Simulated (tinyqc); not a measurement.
# Frenkel-Kontorova chain: a misfit dislocation (kink) in a monolayer on a periodic substrate, step by step

A worked calculation. Computed by tinyqc, a small Python program that keeps every step. Command: `OMP_NUM_THREADS=1 python tinyqc.py 3011340 3011341 out.jsonl fkchain walk`. One thread of a shared host (Intel(R) Xeon(R) Processor @ 2.30GHz), about 0.03 s of CPU time with the checks. Intermediate numbers are printed to about 6 digits and carried at full precision; extremes and crossings named in words are read from the listed rows.

E = sum_j [(k/2)(x_(j+1) - x_j - b)^2 + (W/2)(1 - cos(2 pi x_j/a))], x_j = a (j + u_j). A kink takes u from 0 to 1: the chain is stretched by one period and has one atom fewer than wells.

Inputs (values chosen for the exercise, for a model overlayer):

| quantity | value | unit |
|---|---|---|
| spring constant k | 4.81 | eV/angstrom^2 |
| substrate period a | 3.24 | angstrom |
| corrugation W | 2.73 | eV |
| misfit f = (b - a)/a | 0.36 | - |
| atoms on each side n | 10 | - |
| atomic mass M | 37.5 | u |

Relaxation: steepest descent, 60 steps.

Constants: nu for 1 eV/(angstrom^2 u) = 15.6333042 THz.

## Continuum limit

l0 = sqrt(k a^2/(2 W)); kink u(j) = (2/pi) arctan exp(pi j/l0); kink energy at f = 0: E0 = (4/pi) W l0; with misfit E0 - k a^2 f; kinks become favourable at f_c = 2/(pi l0), and a coherent chain with free ends loses stability at f_m = 1/l0. Lowest vibration of the flat chain: nu0 = 15.6333042 THz x sqrt(2 pi^2 W/(a^2 M)).

kink width l0 = 3.04103

kink energy E0 = 10.5705 eV

kink energy with misfit = -7.60718 eV

critical misfit f_c = 0.209343

limit f_m = 0.328836

gap frequency nu0 = 5.78411 THz

f > f_m: kinks enter without a barrier. Caution: a corrugation above 1 eV is larger than real overlayers usually show; it is chosen to keep the kink narrow.

## Start between two atoms

Discrete chain at f = 0, ends held at u = 0 and 1: E = (k a^2/2) sum (u_(j+1) - u_j)^2 + (W/2) sum (1 - cos 2 pi u_j), gradient g_j = k a^2 (2 u_j - u_(j-1) - u_(j+1)) + pi W sin(2 pi u_j), Hessian 2 k a^2 + 2 pi^2 W cos(2 pi u_j) on the diagonal and -k a^2 beside it. Free atoms j = -n..n-1 start from the continuum shape centred half-way, at j + 1/2.

u at the start: 0.000035  0.000098  0.000275  0.000772  0.002169  0.006094  0.017119  0.048019  0.133197  0.342441  0.657559  0.866803  0.951981  0.982881  0.993906  0.997831  0.999228  0.999725  0.999902  0.999965

E at the start = 10.4102 eV

gradient (eV): 0.00045  -0.00049  -0.00136  -0.00383  -0.01077  -0.03017  -0.08284  -0.19206  0.10417  1.82411  -1.82411  -0.10417  0.19206  0.08284  0.03017  0.01077  0.00383  0.00136  0.00049  -0.00045

## Relaxation

Start as above (continuum shape at j + 1/2, j = -n..n-1, l0 = sqrt(k a^2/(2 W))). u(new) = u - g/(4 k a^2 + 2 pi^2 W), 60 steps at most; stop when the largest gradient is below 1e-9 eV.

Course:

| step | E (eV) | largest gradient (eV) |
|---|---|---|
| 1 | 10.4102 | 1.82411e+00 |
| 2 | 10.3899 | 9.68264e-01 |
| 3 | 10.3829 | 5.70172e-01 |
| 4 | 10.3800 | 3.59437e-01 |
| 5 | 10.3786 | 2.37551e-01 |
| 6 | 10.3778 | 1.62379e-01 |
| ... | ... | ... |
| 55 | 10.3769 | 5.85981e-07 |
| 56 | 10.3769 | 4.59605e-07 |
| 57 | 10.3769 | 3.60535e-07 |
| 58 | 10.3769 | 2.82858e-07 |
| 59 | 10.3769 | 2.21945e-07 |
| 60 | 10.3769 | 1.74170e-07 |

relaxed u: 0.000039  0.000120  0.000328  0.000886  0.002390  0.006445  0.017376  0.046815  0.125499  0.324665  0.675335  0.874501  0.953185  0.982624  0.993555  0.997610  0.999114  0.999672  0.999880  0.999961

energy, centre between atoms = 10.3769 eV

last gradient = 1.74170e-07 eV

Not converged: the gradient falls by only a factor 0.785 a step. The step is set by the stiffest mode, while the error sits in soft ones.

Reruns converge with relaxation = Newton steps.
